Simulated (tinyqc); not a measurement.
Conductivity against temperature: Debye-Callaway model of lattice thermal conductivity. Computed by tinyqc, a small Python program. Command: `OMP_NUM_THREADS=1 python tinyqc.py 3013198 3013199 out.jsonl callaway walk`. One thread of a shared host (Intel(R) Xeon(R) Processor @ 2.30GHz), about 0.01 s of CPU time with the checks.

Three acoustic branches with one velocity v, cut at omega_D = k_B Theta/hbar; x = hbar omega/(k_B T). v and Theta are separate inputs: Theta cuts off the heat-carrying modes, so C need not reach 3 k_B/V. gamma is an effective value that sets the umklapp rate.

Inputs (values chosen for the exercise, modelled on germanium):
```
quantity,value,unit
sound velocity v,4050,m/s
Debye temperature Theta,365,K
volume per atom V,22.6,angstrom^3
mean atomic mass M,72.63,u
effective Grueneisen parameter gamma,2.29,-
umklapp exponent divisor b,2,-
mass variance Gamma,0.00077,-
Casimir length L,91,micrometre
```

Sample: crystal. Point defects: isotopes. Normal processes: left out.

Constants: k_B = 1.380649e-23 J/K; hbar = 1.054571817e-34 J s; u = 1.6605390666e-27 kg.

Method:
- Gamma is given directly by the isotope mixture. A = V Gamma/(4 pi v^3).
- Rates: point defects A omega^4; umklapp B omega^2 T exp(-Theta/(b T)) with B = hbar gamma^2/(M v^2 Theta). Boundaries: v/L.
- kappa_1 = c int tau_C g dx, g = x^4 e^x/(e^x - 1)^2, c = (k_B/(2 pi^2 v)) (k_B T/hbar)^3, over 0 < x < min(Theta/T, 40), by 96 Gauss-Legendre points in s with x = x_max s^2; tau_C = tau_R, the inverse of the summed rates, and kappa = kappa_1.
- The boundary limit is C v^2/(3 x boundary rate), with C = 3 c int g dx / v^2.

Rayleigh coefficient A = 2.08461e-44 s^3

Kappa (W/(m K)):
```
T (K),all processes,without point defects,boundary limit
3.6,10.236,10.553,10.553
7.3,68.304,87.992,87.992
13,221.13,496.93,496.94
22,452.41,2356.9,2407.9
36,652.01,4244.8,10292
62,523.13,1377.6,38915
110,237.52,369.72,86123
180,114.72,143.20,1.1590e+05
290,58.364,65.395,1.3057e+05
470,30.862,32.775,1.3698e+05
```

kappa peaks among these rows at 36 K (T/Theta = 0.099) with 652 W/(m K). The exponent d ln kappa/d ln T is 2.68 at the cold end and -1.32 at the hot end. Point defects cost most at 36 K, a factor 6.51.

Extremes, crossings and ranges named in words are read from the listed rows.
